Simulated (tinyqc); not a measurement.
# Field from the level spacing

Question. In a triangular well E_k = a_k (C F^2/mz1)^(1/3), a_1 = 2.338107, a_2 = 4.087949, C = hbar^2/(2 m0), F in eV/nm (1 MV/cm = 0.1 eV/nm). Find F, E_1, the mean distance 2 E_1/(3 F) of the lowest level and the sheet charge eps0 eps_r F/q behind such a field.

Inputs (values chosen for the exercise):
- eps_r = 11.5 (relative permittivity)
- mz1 = 0.309 m0 (mass along z of valley set A (4 valley(s)))

Constants: q = 1.602176634e-19 C, hbar = 1.054571817e-34 J s, m0 = 9.1093837015e-31 kg, eps0 = 8.8541878128e-14 F/cm where lengths are in cm, hbar^2/(2 m0) = 0.0380998212 eV nm^2. Results are converted to the units shown.

spacing of the two lowest levels = 119.77526 meV

Answer. The spacing over a_2 - a_1 is the energy scale (C F^2/mz1)^(1/3), which gives F.

F = 0.5100 MV/cm
E_1 = 160.0 meV
mean distance = 2.092 nm
sheet charge over q = 3.241e12 cm^-2

Numbers from tinyqc (`OMP_NUM_THREADS=1 python tinyqc.py 2160133 2160134 out.jsonl`; about 0.5 s on one thread of a shared Intel Xeon 2.30GHz).
